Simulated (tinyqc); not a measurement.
X-ray reflectivity of a thin film on silicon: critical angles, Parratt recursion, fringes and roughness: one step, computed by the program tinyqc.

n = 1 - delta + i beta; the classical electron radius is r_e = 2.8179403e-6 nm. Layer 0 is vacuum, 1 the film, 2 the substrate.

Problem. Optical constants. delta = r_e lambda^2 rho_e/(2 pi), rho_e = density x electrons per mass x N_A; critical angle sqrt(2 delta), q_c = 4 sqrt(pi r_e rho_e).

Inputs (values chosen for the exercise, modelled on TiN on silicon, copper K-alpha radiation):
```
quantity,value,unit
wavelength lambda,0.15406,nm
film density rho,4.98,g/cm^3
"effective electrons per unit mass, film",0.466,mol/g
"beta/delta, film",0.069,-
substrate density,2.33,g/cm^3
"effective electrons per unit mass, substrate",0.507,mol/g
"beta/delta, substrate",0.023,-
```

Constants: N_A = 6.02214076e+23 1/mol.

Give: the table «Constants» with the columns rho_e (1/nm^3), delta, beta, critical angle (degrees), q_c (1/nm), for layer = film, substrate.

Solution.

Constants:
```
layer,rho_e (1/nm^3),delta,beta,critical angle (degrees),q_c (1/nm)
film,1398,1.488e-05,1.026e-06,0.3125,0.4449
substrate,711,7.573e-06,1.742e-07,0.2230,0.3174
```
